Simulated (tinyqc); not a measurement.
Worked calculation: fitting sp3s* parameters to three gaps by Newton steps. Values are carried at full precision from step to step, so a last printed digit may differ when a step is redone from the rounded ones.

sp3s* tight binding, nearest neighbours only: anion (a) at 0, cation (c) at a/4 (1,1,1), orbitals s, px, py, pz, s* on each; k in units of 2 pi/a. With phases e_j = exp(i (pi/2) k.n_j) for n = (1,1,1), (1,-1,-1), (-1,1,-1), (-1,-1,1): g0 = (e1+e2+e3+e4)/4, g1 = (e1+e2-e3-e4)/4, g2 = (e1-e2+e3-e4)/4, g3 = (e1-e2-e3+e4)/4. The diagonal holds the levels Esa, Epa, Exa (s*) and Esc, Epc, Exc. Anion-cation block: <sa|sc> = Vss g0; <sa|xc> = Vsapc g1; <xa|sc> = -Vscpa g1; <xa|xc> = Vxx g0; <xa|yc> = <ya|xc> = Vxy g3, <xa|zc> = <za|xc> = Vxy g2, <ya|zc> = <za|yc> = Vxy g1; <s*a|xc> = Vxapc g1; <xa|s*c> = -Vpaxc g1; y and z take g2 and g3 in place of g1; s-s* and s*-s* vanish.

Gaps are level 5 at Gamma, X = (1,0,0) and L = (1/2,1/2,1/2) less level 4 at Gamma; no spin-orbit coupling. Free parameters: Vss, Vsapc and Vpaxc. H is linear in them, so by Hellmann-Feynman J_ij = <u|dH/dp_j|u> for level 5 at point i less the same for level 4 at Gamma. Newton: p(new) = p + J^-1 (target - gaps); stop when all misses are below 1e-7 eV.

Inputs chosen for the exercise (out of a larger set: near a published set for InP, fitted to gaps, whose masses and valley positions are rough; not measured data): p = (-8.451, 0.873, -1.485, 4.04, 8.171, 7.054, -5.375, 1.896, 4.232, 2.243, 5.538, 3.433, 4.526) eV (start, order Esa, Epa, Esc, Epc, Exa, Exc, Vss, Vxx, Vxy, Vsapc, Vscpa, Vxapc, Vpaxc); tg = (1.6669, 2.5064, 1.9553) eV (target gaps at Gamma, X, L).

## Gaps of the starting set

Compute the gaps and the misses.

gaps (eV): Gamma 1.4506, X 2.4577, L 1.8949

target less gap (eV): Gamma 0.2163, X 0.0487, L 0.0604

## The Jacobian

Form J and its singular values.

J:
```
           Vss   Vsapc    Vpaxc
Gamma  -0.8392  0.0000   0.0000
X       0.0000  0.2938   0.0000
L      -0.1709  0.2669  -0.1110
```

singular values: 0.8589  0.3991  0.0798

The gap at Gamma answers to Vss. The condition number is 10.8.

## The first Newton step

Solve J dp = target less gap; the columns of J are Vss, Vsapc and Vpaxc.

dp (eV): Vss -0.258, Vsapc 0.166, Vpaxc 0.252

## The iteration

Repeat with J formed anew.

Newton steps (eV):
```
i      Vss   Vsapc   Vpaxc   Gamma       X       L  largest miss
0  -5.3750  2.2430  4.5260  1.4506  2.4577  1.8949          0.22
1  -5.6327  2.4088  4.7776  1.6684  2.5079  1.9557        0.0015
2  -5.6310  2.4041  4.7681  1.6669  2.5064  1.9553       2.3e-06
3  -5.6310  2.4041  4.7681  1.6669  2.5064  1.9553       1.5e-11
```

Converged in 3 steps; the miss goes 0.22, 0.0015, 2.3e-06, 1.5e-11, about squaring each time once it is small. The largest change is 0.256 eV in Vss, for a first miss of 0.216 eV.

## Checks

- J by Hellmann-Feynman against central differences: largest difference 2.0e-10.

Run: tinyqc, `OMP_NUM_THREADS=1 python tinyqc.py 1450955 1450956 out.jsonl`; Intel(R) Xeon(R) Processor @ 2.30GHz, one thread, shared host; about 0.2 s of CPU time with all checks.
